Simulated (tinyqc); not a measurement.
Defect equilibria of an oxide against oxygen pressure (mass action): one step, computed by the program tinyqc.

Defects: oxygen vacancies V (charge +2), electrons n, holes p, the ionic partner X = V_M'' (charge -2), and the dopant. Activities are taken equal to concentrations.

Question. Conductivities. sigma_n = e n mu_n, sigma_p = e p mu_p, sigma_ion = 2 e [V] mu_V with mu_V = 2 e D/(k_B T) and D = D_0 exp(-E_m/k_B T); only the oxygen vacancies carry ionic current, and the ionic transport number is sigma_ion over the total.

Inputs (values chosen for the exercise, for a model oxide):
```
quantity,value,unit
temperature T,1000,K
electron mobility mu_n,0.083,cm^2/(V s)
hole mobility mu_p,1.1,cm^2/(V s)
vacancy diffusion prefactor D_0,0.012,cm^2/s
vacancy migration energy E_m,0.61,eV
```

Ionic disorder: Schottky, oxide MO. Dopant (singly charged, fully ionised): acceptor.

n = 6.778284e+17 cm^-3

[V] = 4.083892e+19 cm^-3

p = 102494.2 cm^-3

Constants: k_B = 8.617333262e-05 eV/K; e = 1.602176634e-19 C.

Give: sigma_n; sigma_p; sigma_ion; total conductivity; ionic transport number.

Answer.

sigma_n = 0.0090138 S/cm

sigma_p = 1.8064e-14 S/cm

sigma_ion = 0.0030718 S/cm

total conductivity = 0.012086 S/cm

ionic transport number = 0.25417

The conductor is mainly n-type electronic here.
